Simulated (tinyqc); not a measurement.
The methods across T_c: square-lattice Ising model by mean field, Bethe lattice, transfer matrix, exact enumeration and Monte Carlo steps. Computed by tinyqc, a small Python program. Command: `OMP_NUM_THREADS=1 python tinyqc.py 3015037 3015038 out.jsonl ising walk`. One thread of a shared host (Intel(R) Xeon(R) Processor @ 2.30GHz), about 0.01 s of CPU time with the checks.

H = -J sum over nearest pairs s_i s_j, s = +-1, no field, periodic boundaries; energies per site are in J. As a lattice gas or an alloy, s marks which species holds the site.

Inputs (values chosen for the exercise, for a model lattice): coupling J = 5.05 meV; factor on the grid 1.5, 1.85, 2.1, 2.45, 2.65, 3.1, 3.6, 4.4 of k_B T/J = 0.976.

Enumerated cell: 3 x 4.

Constants: k_B = 8.617333262e-05 eV/K.

Method:
- K = J/(k_B T). Mean field: m = tanh(4 K m), u = -2 m^2. Bethe: cavity field h = 3 artanh(tanh K tanh h), m = tanh(4h/3), u = -2 (tanh K + tanh^2 h)/(1 + tanh K tanh^2 h). Exact: m = [1 - sinh(2K)^(-4)]^(1/8) below T_c; u = -coth(2K) [1 + (2/pi)(2 tanh^2(2K) - 1) K1(k)], k = 2 sinh(2K)/cosh^2(2K), K1 the complete elliptic integral of the first kind. The largest root is taken.
- Weights count x exp(-K E); N = 12; u = <E>/N, c = K^2 (<E^2> - <E>^2)/N in k_B, Binder U = 1 - <M^4>/(3 <M^2>^2).
- The grid values of k_B T/J times the given factor are rounded to 3 figures before use.

States of the 3 x 4 cell:
```
E (J),|M|,count
-24,12,2
-16,10,24
-12,0,4
-12,6,8
-12,8,48
-8,2,48
-8,4,78
-8,6,120
-8,8,84
-4,0,168
-4,2,264
-4,4,264
-4,6,216
0,0,254
0,2,552
0,4,444
0,6,96
4,0,348
4,2,552
4,4,168
8,0,120
8,2,120
8,4,36
12,0,24
12,2,48
16,0,6
```

Order and energy:
```
k_B T/J,T (K),m mean field,m Bethe,m exact,<|m|> cell,u Bethe,u exact,u cell,U cell
1.46,85.56,0.99129,0.98894,0.98866,0.98723,-1.9590,-1.9585,-1.9564,0.66354
1.81,106.07,0.97327,0.95968,0.95528,0.95125,-1.8615,-1.8549,-1.8500,0.65277
2.05,120.14,0.95255,0.91780,0.89277,0.90485,-1.7369,-1.7068,-1.7242,0.63668
2.39,140.06,0.90890,0.79976,0.00000,0.81370,-1.4456,-1.2154,-1.4921,0.59877
2.59,151.78,0.87401,0.66725,0.00000,0.75455,-1.1915,-1.0354,-1.3476,0.56924
3.03,177.57,0.76659,0.00000,0.00000,0.63551,-0.6371,-0.8055,-1.0650,0.49481
3.51,205.70,0.57587,0.00000,0.00000,0.53897,-0.5549,-0.6577,-0.8403,0.41531
4.29,251.41,0.00000,0.00000,0.00000,0.44306,-0.4579,-0.5120,-0.6162,0.31502
```

What follows from these numbers?

At k_B T/J = 1.46 all values of m agree within 0.005. At 2.39 the exact m is 0 while Bethe gives 0.80, mean field 0.91 and the cell 0.81: neglect of fluctuations raises T_c, and a finite cell rounds the transition. U falls from 0.664 (2/3 when ordered) to 0.315 (0 for a large disordered system).

Extremes, crossings and ranges named in words are read from the listed rows.
